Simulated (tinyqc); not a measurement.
Crystal pulling from the melt: segregation, interface stability, heat balance and point-defect regime: one step, computed by the program tinyqc. Command: `OMP_NUM_THREADS=1 python tinyqc.py 3007064 3007065 out.jsonl pull walk`. One thread of a shared host (Intel(R) Xeon(R) Processor @ 2.30GHz), about 0.01 s of CPU time with the checks.

A dilute solute; steady pulling with a flat interface unless it is found unstable.

Problem. Constitutional supercooling. Liquidus slope per concentration (van 't Hoff): |m| = k_B T_m^2 (1 - k0)/L. Solute gradient at the interface: G_C = (V/D) C_s (1 - k0)/k0. Constitutional supercooling sets in when |m| G_C > G_L. Critical C_s from the equality.

Inputs (values chosen for the exercise, modelled on gallium in silicon):
```
quantity                      value    unit
equilibrium coefficient k0   0.0083       -
diffusivity in the melt D   0.00034  cm^2/s
pull rate V                    0.94  mm/min
gradient in the melt G_L         15    K/cm
latent heat per volume L       4210  J/cm^3
melting point T_m              1685       K
```

C_s = 1.492898e+17 1/cm^3

Constants: k_B = 1.380649e-23 J/K.

Give: |m|; |m| G_C; critical C_s; ratio |m| G_C/G_L.

Solution.

|m| = 9.234e-21 K cm^3

|m| G_C = 0.7589 K/cm

critical C_s = 2.951e+18 1/cm^3

ratio |m| G_C/G_L = 0.05060

The interface is stable by this test, with a margin of 20.
